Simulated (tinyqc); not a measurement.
Interface traps by the conductance method, a continuum of levels: one step of the calculation.

MOS capacitor on an n-type substrate; psi is the band bending, negative in depletion; only majority carriers are counted. The traps exchange electrons with the conduction band; their admittance lies in parallel with Cd, and that pair in series with Cox and Rs. w = 2 pi f.

Problem. Parallel conductance and capacitance. With x = w tau: Gp/w = Cit ln(1 + x^2)/(2 x), Cp = Cd + Cit arctan(x)/x.

Inputs (values chosen for the exercise):
- f = 730 Hz (signal frequency)

Cd = 41.761740 nF/cm^2
tau = 9.8554463e-4 s
Cit = 384.52239 nF/cm^2

Wanted: x; Gp/w; Cp.

Solution.

x = 4.520
Gp/w = 130.4 nF/cm^2
Cp = 156.9 nF/cm^2

The peak of Gp/w lies at x = 1.98 with the height 0.402 Cit; this frequency gives 0.339 Cit.

tinyqc, about 0.01 s, one thread, Intel Xeon 2.30GHz (shared host): `OMP_NUM_THREADS=1 python tinyqc.py 2030151 2030152 out.jsonl`
